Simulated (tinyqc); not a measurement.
MOS capacitor with interface traps: C-V stretch-out, conductance peak and subthreshold swing: one step, computed by the program tinyqc. Command: `OMP_NUM_THREADS=1 python tinyqc.py 3009679 3009680 out.jsonl mostraps walk`. One thread of a shared host (Intel(R) Xeon(R) Processor @ 2.30GHz), about 0.01 s of CPU time with the checks.

Energies at the interface are counted from the valence band. psi > 0 means bending towards depletion, so the surface potential is -psi. Boltzmann statistics, full ionisation, no quantum confinement. Traps are neutral when filled up to E_n, with a sharp (zero-temperature) occupation.

Question. Charges at the given band bending. With u = psi/k_B T and r = (n_i/N)^2: F = sqrt(exp(-u) + u - 1 + r (exp(u) - u - 1)); Q_s = +sign(u) sqrt(2) eps_s eps_0 (k_B T/e) F/L_D; C_s = (eps_s eps_0/(sqrt(2) L_D)) |1 - exp(-u) + r (exp(u) - 1)|/F; at high frequency, below strong inversion, the terms in r are dropped. D(E) = D_0 + D_1 [exp(-E/w) + exp(-(E_g - E)/w)]. E_F at the interface is E_s = E_F - psi; Q_it = -e int from E_n to E_s of D(E) dE; C_it = e D(E_s) (per volt); V_G = phi_ms - psi - (Q_s + Q_it + e N_f)/C_ox.

Inputs (values chosen for the exercise, modelled on silicon, with an insulator like Al2O3):
```
quantity,value,unit
gap E_g,1.14,eV
dielectric constant eps_s,11.7,-
doping N,2.4e+15,cm^-3
work-function difference phi_ms,-0.41,V
fixed charge N_f,-3.1e+11,cm^-2
trap density D_0,1.3e+11,cm^-2 eV^-1
neutrality level E_n,0.649,eV
band bending towards depletion psi,0.23,V
temperature T,400,K
edge density D_1,2.3e+12,cm^-2 eV^-1
tail width w,0.11,eV
```

Substrate: n-type. Trap spectrum: U-shaped.

k_B T = 0.03446933 eV

n_i = 2.308002e+12 cm^-3

Debye length L_D = 96.36580 nm

bulk E_F = 0.8035915 eV

C_ox = 0.5091158 microF/cm^2

Constants: eps_0 = 8.8541878128e-12 F/m; e = 1.602176634e-19 C.

Give: E_s; Q_s; C_s; C_s at high frequency; D(E_s); Q_it; C_it; gate voltage V_G.

Answer.

E_s = 0.5736 eV

Q_s = 0.01248 microC/cm^2

C_s = 0.03189 microF/cm^2

C_s at high frequency = 0.03187 microF/cm^2

D(E_s) = 1.559e+11 cm^-2 eV^-1

Q_it = 0.001912 microC/cm^2

C_it = 0.02497 microF/cm^2

gate voltage V_G = -0.5707 V

The traps hold positive charge because E_s lies below E_n.
